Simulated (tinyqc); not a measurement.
Ranking of structures: pair-potential crystal by lattice sums. Computed by tinyqc, a small Python program. Command: `OMP_NUM_THREADS=1 python tinyqc.py 3015108 3015109 out.jsonl pairsum walk`. One thread of a shared host (Intel(R) Xeon(R) Processor @ 2.30GHz), about 0.02 s of CPU time with the checks.

Energy per atom E = (1/2) sum over neighbours of phi(r); d is the nearest-neighbour distance.

Inputs (values chosen for the exercise, for model atoms):
```
quantity                value      unit
well depth eps         0.0579        eV
pair minimum r0          3.15  angstrom
cut-off r_c/r0            1.8         -
repulsive exponent n       10         -
attractive exponent m       6         -
```

Potential: Mie n-m. Structure: hcp.

Constants: 1 eV/angstrom^3 = 160.2176634 GPa.

Method:
- phi0(r) = eps [m (r0/r)^n - n (r0/r)^m]/(n - m); shifted-force cut-off: phi(r) = phi0(r) - phi0(r_c) - (r - r_c) phi0'(r_c) for r < r_c, zero beyond.
- Shells (distance in units of d, count): fcc 1.0000 (12), 1.4142 (6), 1.7321 (24), 2.0000 (12), 2.2361 (24), 2.4495 (8), 2.6458 (48), 2.8284 (6), 3.0000 (36), 3.1623 (24); hcp 1.0000 (12), 1.4142 (6), 1.6330 (2), 1.7321 (18), 1.9149 (12), 2.0000 (6), 2.2361 (12), 2.3805 (12), 2.4495 (6), 2.5166 (6), 2.5820 (12), 2.6458 (24), 2.7080 (6), 2.8868 (12), 3.0000 (12), 3.1091 (24), 3.1623 (12); bcc 1.0000 (8), 1.1547 (6), 1.6330 (12), 1.9149 (24), 2.0000 (8), 2.3094 (6), 2.5166 (24), 2.5820 (24), 2.8284 (24), 3.0000 (32); sc 1.0000 (6), 1.4142 (12), 1.7321 (8), 2.0000 (6), 2.2361 (24), 2.4495 (24), 2.8284 (12), 3.0000 (30), 3.1623 (24); diamond 1.0000 (4), 1.6330 (12), 1.9149 (12), 2.3094 (6), 2.5166 (12), 2.8284 (24), 3.0000 (16). Volumes per atom in d^3: fcc 0.70711, hcp 0.70711, bcc 0.76980, sc 1.00000, diamond 1.53960; hcp has the ideal c/a. Every shell inside the cut-off is summed.
- Equilibrium: dE/dd = 0 at the lowest minimum with d between 0.78 r0 and 1.45 r0; B = d^2 E''(d)/(9 Omega).

Each structure at its own equilibrium:
```
structure  neighbours  d (angstrom)  E (eV/atom)  volume (angstrom^3)  B (GPa)
fcc                12        3.1189     -0.28336               21.454   17.264
hcp                12        3.1195     -0.28381               21.465   17.467
bcc                 8        3.0550     -0.27225               21.949   16.983
sc                  6        3.0417     -0.17694               28.142    8.979
diamond             4        3.1078     -0.09283               46.214    2.728
```

What does the comparison show, and why?

The order is hcp < fcc < bcc < sc < diamond; hcp lies 0.45 meV below fcc. fcc (-0.283359 eV) and hcp (-0.283813 eV) share two shells and differ from the third on. Pair forces reward the number of bonds: diamond reaches only 33 % of the best binding. Caution: each structure is relaxed in d alone and may be unstable against shear; the tiny fcc-hcp difference depends on the cut-off.

Extremes, crossings and ranges named in words are read from the listed rows.
